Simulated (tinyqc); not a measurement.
## MOS inversion layer, Poisson-Schroedinger loop: effect of the sheet density of electrons

Electrons confined at an insulator interface at z = 0, treated as a hard wall; parabolic valleys, Hartree approximation, no image or exchange terms. The depletion charge lies far deeper than the electrons and gives a uniform field q Nd/(eps0 eps_r); the gate balances all charge. Energies are counted from the band edge at the interface.

Schroedinger equation -(C/mz) psi'' + (V0 + U + dE for set B) psi = E psi, C = hbar^2/(2 m0), psi(0) = 0, on a uniform mesh of 800 nodes with a far wall at 90 nm, 8 levels a set; V0 = q Nd z/(eps0 eps_r); dU/dz = q (Ns - integral of n from 0 to z)/(eps0 eps_r), U(0) = 0; N_k = g md m0 q Vt/(pi hbar^2) ln(1 + exp((EF - E_k)/Vt)), g the number of valleys of the set, sum N_k = Ns. Triangular well: E_k = a_k (C F^2/mz)^(1/3), a_1 = 2.338107, a_2 = 4.087949, C = hbar^2/(2 m0), F in eV/nm. Fang-Howard (all electrons in the lowest level of set A): b^3 = 6 (mz1/C) q (Nd + 11 Ns/32)/(eps0 eps_r), centroid 3/b, level C b^2/(4 mz1) + (3/b) q (Nd + 11 Ns/16)/(eps0 eps_r). The centroid adds 3.9 z_av/eps_r to an oxide-equivalent thickness.

Parameters, values chosen for the exercise; masses and permittivity close to those of germanium (111):
```
symbol   value   unit                                     meaning
T          300      K                                 temperature
eps_r     15.8                              relative permittivity
mz1       1.58     m0  mass along z of valley set A (1 valley(s))
md1      0.081     m0    in-plane density-of-states mass of set A
mz2     0.0936     m0  mass along z of valley set B (3 valley(s))
md2      0.346     m0    in-plane density-of-states mass of set B
Nd      2.2e11  cm^-2           sheet density of depletion charge
dE           0     eV               extra shift of set B (strain)
```

Constants: q = 1.602176634e-19 C, kB = 1.380649e-23 J/K, hbar = 1.054571817e-34 J s, m0 = 9.1093837015e-31 kg, Vt = kB T/q, eps0 = 8.8541878128e-14 F/cm where lengths are in cm, hbar^2/(2 m0) = 0.0380998212 eV nm^2. Results are converted to the units shown.

Effect of the sheet density of electrons:
columns A: Ns (cm^-2); B: A1 (meV); C: B1 (meV); D: EF (meV); E: share of A1 (%); F: share of set A (%); G: centroid z_av (nm); H: added oxide equivalent (nm); I: Fang-Howard centroid (nm)
```
A          B     C      D     E     F     G      H     I
1e11    15.9  39.2   -104  8.29  26.5  11.0   2.73  3.34
2.1e11  19.2  46.1  -77.8  9.68  28.2  10.2   2.53  3.19
4.5e11  25.5  59.4  -44.2  12.7  31.6  8.97   2.21  2.94
9.7e11  37.0  82.7  -1.15  18.6  37.8  7.29   1.80  2.58
2.1e12  56.8   121   55.5  27.9  47.1  5.52   1.36  2.16
4.4e12  88.4   180    131  36.6  56.0  4.09   1.01  1.76
9.4e12   143   282    254  40.0  61.3  3.04  0.750  1.40
2e13     235   461    459  37.9  61.3  2.32  0.574  1.10
```

As Ns goes from 1e11 to 2e13, A1 rises from 15.9 to 235 meV, the share of A1 goes from 8.29 through a maximum of 40.0 (at Ns = 9.4e12 among the rows listed) to 37.9 % and the centroid falls from 11.0 to 2.32 nm. A1 goes as Ns^(0.66) between the last two rows (a triangular well in the field of that charge alone gives 2/3). EF lies more than 2 meV above A1 for Ns = 4.4e12, 9.4e12, 2e13. The Fang-Howard centroid is 70 % below the full one in the first row, where A1 holds 8.29 %, and 53 % below it in the last, where A1 holds 37.9 %. For Ns = 1e11, 2.1e11, 4.5e11, 9.7e11, 2.1e12 the eighth level of a set still holds over 0.4 % of the electrons, so more levels and a farther wall would raise the centroid.

tinyqc, about 1 s, one thread, Intel Xeon 2.30GHz (shared host): `OMP_NUM_THREADS=1 python tinyqc.py 2160128 2160129 out.jsonl`
